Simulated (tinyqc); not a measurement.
Through the band inversion: Shockley state of an s-p chain by decimation.

Each site has s at -d/2 and p at +d/2: H0 = diag(-d/2, d/2). The block to the next site on the right is H1 = [[-ts, u], [-u, tp]] (rows s, p of site n; columns s, p of site n + 1). Bulk: H(k) = [[-d/2 - 2 ts cos k, 2i u sin k], [-2i u sin k, d/2 + 2 tp cos k]]. The bands are inverted at k = pi if d < 2 (ts + tp).

Values chosen for the exercise: ts = 1.09 eV (s-s hopping); tp = 1.29 eV (p-p hopping); u = 0.75 eV (s-p hopping).

d = f 2 (ts + tp). Gap edges from 201 k points; levels in the gap from an open chain of 60 sites (their mean, and the weight on the two end sites summed over them, divided by their number); a dash: none.

Against d:

| f | d (eV) | top of lower band (eV) | bottom of upper band (eV) | levels in the gap | mean level (eV) | end weight |
|---|---|---|---|---|---|---|
| 0.10 | 0.476 | -1.5119 | 1.4456 | 2 | -0.0200 | 0.940 |
| 0.30 | 1.428 | -1.4749 | 1.2759 | 2 | -0.0600 | 0.864 |
| 0.50 | 2.380 | -1.3067 | 0.9749 | 2 | -0.1000 | 0.712 |
| 0.70 | 3.332 | -0.9140 | 0.5140 | 2 | -0.1400 | 0.484 |
| 0.85 | 4.046 | -0.5570 | 0.1570 | 2 | -0.1700 | 0.263 |
| 1.15 | 5.474 | -0.5570 | 0.1570 | 0 | - | - |
| 1.30 | 6.188 | -0.9140 | 0.5140 | 0 | - | - |
| 1.60 | 7.616 | -1.6280 | 1.2280 | 0 | - | - |

What does the comparison show?

Levels in the gap appear for f = 0.1, 0.3, 0.5, 0.7 and 0.85 and for none of the other rows; the gap closes at f = 1. The level lies at -0.0200 eV for f = 0.1 and -0.1700 eV for f = 0.85, on the line E = d (ts - tp)/(2 (ts + tp)), and its end weight goes from 0.94 to 0.26: no shift of the surface potential is needed, the inversion alone binds it.

Run: tinyqc, `OMP_NUM_THREADS=1 python tinyqc.py 1480164 1480165 out.jsonl`; Intel(R) Xeon(R) Processor @ 2.30GHz, one thread, shared host; about 0.2 s of CPU time with all checks.
